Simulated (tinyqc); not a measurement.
Defect-molecule model of a vacancy with Jahn-Teller distortion: sweeps and comparisons. A value that a table varies takes the place of the one given here.

Four dangling hybrids a, b, c, d point into the vacancy: H_ii = E0, and -gm between any two. A tetragonal distortion Q pairs a with b and c with d: those two couplings become -gm - I Q and the other four -gm + I Q/2, at an elastic cost k Q^2/2. The a1 level holds two electrons; charge states 2+, + and 0 put n = 0, 1, 2 more into the lowest level of t2 origin. Energy from the 2+ state at Q = 0, with the Fermi level mu counted from Ev: W_n(Q) = n (et - 2 I Q) + k Q^2/2 + Uc n (n - 1)/2 - n mu. et = E0 + gm is the undistorted t2 level.

Constants: kB = 8.617333262e-05 eV/K.

Parameters, chosen for this exercise (of the size used for the vacancy in silicon; not measured data): E0 = -0.05 eV (level of a dangling hybrid, from Ev); gm = 0.4 eV (coupling between two dangling hybrids); I = 1.1 eV/angstrom (Jahn-Teller coupling); k = 17.9 eV/angstrom^2 (force constant of the mode); Uc = 0.21 eV (repulsion of two electrons in one orbital); T = 400 K (temperature); mu1 = 0.06 eV (first Fermi level).

## Occupation against the Fermi level

Weights g_n exp(-W_n/kT) with W_n = n et - n^2 E_JT + Uc n (n - 1)/2 - n mu, E_JT = 2 I^2/k, degeneracies 1, 6 (spin and three axes) and 3; mu = mu1 + 0.03 j eV.

Shares:

| mu (eV) | 2+ | + | 0 | mean charge |
|---|---|---|---|---|
| 0.06 | 0.9351 | 0.0629 | 0.0020 | 1.9331 |
| 0.09 | 0.8525 | 0.1369 | 0.0106 | 1.8420 |
| 0.12 | 0.6877 | 0.2637 | 0.0486 | 1.6392 |
| 0.15 | 0.4314 | 0.3949 | 0.1737 | 1.2576 |
| 0.18 | 0.1824 | 0.3987 | 0.4188 | 0.7636 |
| 0.21 | 0.0518 | 0.2703 | 0.6779 | 0.3739 |
| 0.24 | 0.0114 | 0.1415 | 0.8472 | 0.1642 |
| 0.27 | 0.0022 | 0.0652 | 0.9326 | 0.0696 |
| 0.30 | 0.0004 | 0.0284 | 0.9712 | 0.0292 |

U_eff = Uc - 2 E_JT = -0.060 eV and kT = 34.5 meV. The + state reaches at most 39.9 % on these rows, at mu = 0.18 eV. The mean charge goes from 1.93 to 0.03.

## When U turns negative

The force constant is varied. E_JT = 2 I^2/k, E(2+/+) = et - E_JT, E(+/0) = et - 3 E_JT + Uc, U_eff = Uc - 2 E_JT.

Against k:

| k (eV/angstrom^2) | E_JT (eV) | (2+/+) (eV) | (+/0) (eV) | U_eff (eV) | Q of the neutral state (angstrom) |
|---|---|---|---|---|---|
| 8 | 0.3025 | 0.0475 | -0.3475 | -0.3950 | 0.5500 |
| 12 | 0.2017 | 0.1483 | -0.0450 | -0.1933 | 0.3667 |
| 16 | 0.1512 | 0.1988 | 0.1062 | -0.0925 | 0.2750 |
| 24 | 0.1008 | 0.2492 | 0.2575 | 0.0083 | 0.1833 |
| 32 | 0.0756 | 0.2744 | 0.3331 | 0.0587 | 0.1375 |
| 48 | 0.0504 | 0.2996 | 0.4088 | 0.1092 | 0.0917 |
| 64 | 0.0378 | 0.3122 | 0.4466 | 0.1344 | 0.0688 |
| 96 | 0.0252 | 0.3248 | 0.4844 | 0.1596 | 0.0458 |

k at which U_eff = 0 = 23.05 eV/angstrom^2

Levels below 0 lie in the valence band. U_eff is negative for k below 4 I^2/Uc = 23.0: 3 of the 8 rows. The gain grows as n^2, so the second electron wins 3 E_JT where the first wins E_JT. For a stiff lattice the levels tend to et = 0.350 and et + Uc = 0.560 eV. Distortions above about 0.5 angstrom (1 of the rows) are beyond a linear coupling.

## What each parameter does

E_JT = 2 I^2/k, E(2+/+) = et - E_JT, E(+/0) = et - 3 E_JT + Uc, U_eff = E(+/0) - E(2+/+); a1 level E0 - 3 gm. Each row changes one parameter from the base and keeps the others.

Results:

| case | (2+/+) (eV) | (+/0) (eV) | U_eff (eV) | a1 (eV) |
|---|---|---|---|---|
| base | 0.2148 | 0.1544 | -0.0604 | -1.2500 |
| E0 = 0 eV | 0.2648 | 0.2044 | -0.0604 | -1.2000 |
| gm = 0.44 eV | 0.2548 | 0.1944 | -0.0604 | -1.3700 |
| I = 1.21 eV/angstrom | 0.1864 | 0.0692 | -0.1172 | -1.2500 |
| k = 19.69 eV/angstrom^2 | 0.2271 | 0.1913 | -0.0358 | -1.2500 |
| Uc = 0.27 eV | 0.2148 | 0.2144 | -0.0004 | -1.2500 |

The largest shifts from the base row, up to three for each result and ties (the steps differ in size, so this ranks the rows, not the parameters). (2+/+) (eV): E0 +0.0500, gm +0.0400, I -0.0284; unchanged at the printed digits by Uc. (+/0) (eV): I -0.0852, Uc +0.0600, E0 +0.0500. U_eff (eV): Uc +0.0600, I -0.0568, k +0.0246; unchanged at the printed digits by E0 and gm. a1 (eV): gm -0.1200, E0 +0.0500; unchanged at the printed digits by I, k and Uc. E0 and gm move both levels alike, so U_eff depends on I, k and Uc alone.

Computed by tinyqc, a small Python program: `OMP_NUM_THREADS=1 python tinyqc.py 1452353 1452354 out.jsonl` (the numbers bound the seed that draws the inputs); one thread of a shared host (Intel(R) Xeon(R) Processor @ 2.30GHz), about 0.01 s for the whole set of steps.
